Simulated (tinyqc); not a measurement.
Worked calculation: Hubbard chain of 3 sites. One step of it, computed by the program tinyqc.

Question. Mean-field iteration 2. H(up) = T + U n(down), H(down) = T + U n(up); fill the lowest levels; n(new) = n + mixing (n(out) - n); E = tr T (rho up + rho down) + U sum n_up n_down of the output.

one-body matrix (hopping and site energies) (eV), lower triangle:
```
           1          2         3
1   0.700000
2  -1.210000   0.180000
3   0.000000  -1.210000  0.410000
```

U = 11.800000 eV

electrons, up and down: 2  2

mixing = 1

n(up) after iteration 1: 1 0.668623, 2 0.558589, 3 0.772787

n(down) after iteration 1: 1 0.668623, 2 0.558589, 3 0.772787

Give: levels, up; levels, down; energy; n(up) after iteration 2; n(down) after iteration 2.

Answer.

levels, up (eV): 5.842  8.914  10.135

levels, down (eV): 5.842  8.914  10.135

energy = 17.674 eV

n(up) after iteration 2: 1 0.890, 2 0.821, 3 0.288

n(down) after iteration 2: 1 0.890, 2 0.821, 3 0.288
